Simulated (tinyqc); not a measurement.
Leaving out one process at a time: Debye-Callaway model of lattice thermal conductivity. Computed by tinyqc, a small Python program. Command: `OMP_NUM_THREADS=1 python tinyqc.py 3024558 3024559 out.jsonl callaway walk`. One thread of a shared host (Intel(R) Xeon(R) Processor @ 2.30GHz), about 0.01 s of CPU time with the checks.

Three acoustic branches with one velocity v, cut at omega_D = k_B Theta/hbar; x = hbar omega/(k_B T). v and Theta are separate inputs: Theta cuts off the heat-carrying modes, so C need not reach 3 k_B/V. gamma is an effective value that sets the umklapp rate.

Inputs (values chosen for the exercise, for a model crystal):

| quantity | value | unit |
|---|---|---|
| sound velocity v | 10400 | m/s |
| Debye temperature Theta | 1070 | K |
| volume per atom V | 10.4 | angstrom^3 |
| mean atomic mass M | 89.6 | u |
| effective Grueneisen parameter gamma | 0.795 | - |
| umklapp exponent divisor b | 2 | - |
| mass variance Gamma | 7.5e-05 | - |
| Casimir length L | 590 | micrometre |
| normal-process factor f_N | 0.87 | - |
| temperature T | 77 | K |

Sample: crystal. Point defects: isotopes. Normal processes: included.

Constants: k_B = 1.380649e-23 J/K; hbar = 1.054571817e-34 J s; u = 1.6605390666e-27 kg.

Method:
- Gamma is given directly by the isotope mixture. A = V Gamma/(4 pi v^3).
- Rates: point defects A omega^4; umklapp B omega^2 T exp(-Theta/(b T)) with B = hbar gamma^2/(M v^2 Theta); normal processes f_N B omega^2 T (T/Theta)^2. Boundaries: v/L.
- kappa_1 = c int tau_C g dx, g = x^4 e^x/(e^x - 1)^2, c = (k_B/(2 pi^2 v)) (k_B T/hbar)^3, over 0 < x < min(Theta/T, 40), by 96 Gauss-Legendre points in s with x = x_max s^2; 1/tau_C = 1/tau_R + 1/tau_N; kappa_2 = c [int (tau_C/tau_N) g dx]^2 / int (tau_C/(tau_N tau_R)) g dx; kappa = kappa_1 + kappa_2.

Rayleigh coefficient A = 5.51804e-47 s^3

Conductivity at T:

| case | kappa (W/(m K)) | ratio to all |
|---|---|---|
| all processes | 18770 | 1 |
| without point defects | 97018 | 5.1687 |
| without boundaries | 2.9973e+05 | 15.969 |
| without umklapp | 18834 | 1.0034 |

What does the comparison show, and why?

Removing boundaries raises kappa most, by a factor 16.0; removing umklapp gives only 1.00.
